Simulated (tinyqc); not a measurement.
Inside a calculation. Model: pressure-driven transition between two phases with analytic equations of state. Computed by tinyqc, a small Python program that keeps every step. Command: `OMP_NUM_THREADS=1 python tinyqc.py 3016729 3016730 out.jsonl transition walk`. One thread of a shared host (Intel(R) Xeon(R) Processor @ 2.30GHz), about 0.04 s of CPU time with the checks. Intermediate numbers are printed to about 6 digits and carried at full precision; extremes and crossings named in words are read from the listed rows.

Each phase obeys E = E0 + (9 B0 V0/h^2) {1 + [h (1 - x) - 1] exp(h (1 - x))}, P = 3 B0 (1 - x) x^-2 exp(h (1 - x)), x = (V/V0)^(1/3), h = (3/2)(B' - 1); E0 = 0 for phase 1 and Delta E0 for phase 2. H = E + P V.

Inputs (values chosen for the exercise, for two model phases):

| quantity | value | unit |
|---|---|---|
| volume V0 of phase 1 | 29.9 | angstrom^3/atom |
| B0 of phase 1 | 34.3 | GPa |
| B' of phase 1 | 4.85 | - |
| volume V0 of phase 2 | 27.8 | angstrom^3/atom |
| B0 of phase 2 | 38.4 | GPa |
| B' of phase 2 | 4.17 | - |
| energy of phase 2 above phase 1, Delta E0 | 0.047 | eV/atom |
| entropy of phase 2 less phase 1, Delta S | 0.3 | k_B/atom |
| temperature T | 1200 | K |

Equation of state: Vinet.

Constants: 1 eV/angstrom^3 = 160.2176634 GPa; k_B = 8.617333262e-05 eV/K.

## First estimate from rigid phases

If neither phase were compressed, P = Delta E0/(V0 of phase 1 - V0 of phase 2).

rigid estimate = 3.58582 GPa

## One Newton step

At the estimate, solve P(V) = P for each phase, form H, and step P(new) = P - (H_2 - H_1)/(V_2 - V_1), since dH/dP = V.

V_1 = 27.4575 angstrom^3

H_1 = 0.639709 eV

V_2 = 25.6811 angstrom^3

H_2 = 0.643929 eV

next pressure = 3.96643 GPa

## Transition pressure at zero temperature

Start from P = Delta E0/(V0 of phase 1 - V0 of phase 2); at each P solve P(V) = P for both phases and step P(new) = P - (H_2 - H_1)/(V_2 - V_1); stop when |H_2 - H_1| < 1e-10 eV. At the zero-temperature transition the volume change is V_2/V_1 - 1 and the work is P (V_1 - V_2).

Iterations:

| step | P (GPa) | V_1 (angstrom^3) | V_2 (angstrom^3) | H_2 - H_1 (meV) |
|---|---|---|---|---|
| 0 | 3.58582 | 27.4575 | 25.6811 | 4.22001e+00 |
| 1 | 3.96643 | 27.2549 | 25.4983 | 2.38097e-02 |
| 2 | 3.96860 | 27.2538 | 25.4972 | 7.31420e-07 |
| 3 | 3.96860 | 27.2538 | 25.4972 | 0 |

transition pressure = 3.96860 GPa

V_1 at the transition = 27.2538 angstrom^3

V_2 at the transition = 25.4972 angstrom^3

volume change = -6.44521 %

work P (V_1 - V_2) = 0.0435102 eV/atom

The rigid estimate is low by 9.6 %: phase 1 shrinks faster than phase 2, so the volume gain narrows under pressure.

## Enthalpies against pressure

For each P solve P(V) = P in both phases.

Both phases:

| P (GPa) | V_1 (angstrom^3) | V_2 (angstrom^3) | H_2 - H_1 (meV/atom) | stable |
|---|---|---|---|---|
| 0.00 | 29.9000 | 27.8000 | 47.0000 | phase 1 |
| 0.99 | 29.1024 | 27.1271 | 34.4298 | phase 1 |
| 2.00 | 28.3990 | 26.5176 | 22.2881 | phase 1 |
| 3.00 | 27.7857 | 25.9752 | 10.7762 | phase 1 |
| 3.70 | 27.3959 | 25.6256 | 2.9563 | phase 1 |
| 4.30 | 27.0837 | 25.3430 | -3.6167 | phase 2 |
| 5.20 | 26.6480 | 24.9451 | -13.2853 | phase 2 |
| 6.30 | 26.1610 | 24.4958 | -24.8428 | phase 2 |

H_2 - H_1 changes with slope V_2 - V_1, from -2.100 to -1.665 angstrom^3 per atom over the table, and passes zero at 3.97 GPa. An error of 10 meV per atom in Delta E0 moves the transition by about 0.91 GPa.

## Shift with temperature

At T the condition is H_2 - H_1 - T Delta S = 0, with Delta S constant and thermal expansion left out; the Clausius-Clapeyron slope is dP/dT = Delta S/(V_2 - V_1) at the zero-temperature point.

Clapeyron slope = -2.35798 MPa/K

transition pressure at T = 1.26843 GPa

linear estimate at T = 1.13902 GPa

The dense phase has the higher entropy, so heating lowers the transition pressure. Caution: a constant Delta S holds only at high temperature; it vanishes as T goes to 0, so the shift counted from T = 0 is somewhat too large.

Checks made by the program: slope of the common tangent, -(E_2 - E_1)/(V_2 - V_1) (relative difference below 1e-10).
